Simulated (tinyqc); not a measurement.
# Field from the transmission

Inverse problem. The left lead has its band edge at 0; for x > 0 the edge falls without end, U(x) = U0 - F x, with mass m1. No transverse momentum; C = hbar^2/(2 m0); psi and psi'/m are continuous at x = 0. The outgoing solution is Bi(z) + i Ai(z). Energy scale e = (C F^2/m1)^(1/3), z(x) = (U(x) - E)/e, s = (dz/dx)/m1 = -F/(e m1); v = k/m in a lead. With the Airy functions at z = z(0): g = s (Bi' + i Ai')/(Bi + i Ai), r = (i vL - g)/(i vL + g), T(E) = 1 - |r|^2 = 4 vL Im(g)/|i vL + g|^2, vL = sqrt(mL E/C)/mL. Find F, known to lie between 0.0032 and 0.052 V/nm, and z(0).

Inputs (values chosen for the exercise):
```
symbol,value,unit,meaning
mL,0.068,m0,mass in the left lead
U0,0.24,eV,barrier edge at x = 0
m1,0.092,m0,mass in the barrier
E,0.077,eV,electron energy
```

Constants: q = 1.602176634e-19 C, hbar = 1.054571817e-34 J s, m0 = 9.1093837015e-31 kg, hbar^2/(2 m0) = 0.0380998212 eV nm^2. Results are converted to the units shown.

T(E) = 5.5066595e-5

Answer. Over that range T(E) rises steadily with F, so there is one root, found by bisection.

F = 0.01300 V/nm
z(0) = 3.955

tinyqc, about 0.01 s, one thread, Intel Xeon 2.30GHz (shared host): `OMP_NUM_THREADS=1 python tinyqc.py 2580131 2580132 out.jsonl`
